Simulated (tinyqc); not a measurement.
Inversion layer as a triangular well, valleys of the Si type: one step. Valley masses on the (111) face. Four cases, with inputs chosen for the exercise.

Task: Group the valleys by their angle to the normal, heaviest m_z first.

Six ellipsoidal valleys with their long axes along the cube axes, mass ml along the axis and mt across it. For a valley whose axis makes the angle theta with the surface normal, 1/m_z = cos^2(theta)/ml + sin^2(theta)/mt sets the confinement; in the plane the masses are m_1 = mt and m_2 = ml mt/m_z, and m_d = sqrt(m_1 m_2).

Give: Valleys (masses in m0).

Case 1.

Values chosen (out of a larger set: near those of Si; not measured data): ml = 0.928 m0 (longitudinal mass); mt = 0.189 m0 (transverse mass); face = 111 (surface).

Result:

Valleys (masses in m0):
```
valleys g  cos^2(theta)     m_z     m_1     m_2     m_d
6                0.3333  0.2573  0.1890  0.6817  0.3589
```

Case 2.

Values chosen (out of a larger set: near those of Si; not measured data): ml = 0.934 m0 (longitudinal mass); mt = 0.19 m0 (transverse mass); face = 111 (surface).

Result:

Valleys (masses in m0):
```
valleys g  cos^2(theta)     m_z     m_1     m_2     m_d
6                0.3333  0.2587  0.1900  0.6860  0.3610
```

Case 3.

Values chosen (out of a larger set: near those of Si; not measured data): ml = 0.911 m0 (longitudinal mass); mt = 0.191 m0 (transverse mass); face = 111 (surface).

Result:

Valleys (masses in m0):
```
valleys g  cos^2(theta)     m_z     m_1     m_2     m_d
6                0.3333  0.2593  0.1910  0.6710  0.3580
```

Case 4.

Values chosen (out of a larger set: near those of Si; not measured data): ml = 0.906 m0 (longitudinal mass); mt = 0.189 m0 (transverse mass); face = 111 (surface).

Result:

Valleys (masses in m0):
```
valleys g  cos^2(theta)     m_z     m_1     m_2     m_d
6                0.3333  0.2567  0.1890  0.6670  0.3551
```

All valleys are equivalent on this face.

Computed by tinyqc, one run a case: `OMP_NUM_THREADS=1 python tinyqc.py N N+1 out.jsonl` with N = 1281492, 1282391, 1282486, 1282563; one thread of a shared Intel(R) Xeon(R) Processor @ 2.30GHz, about 0.04 s a run at most.
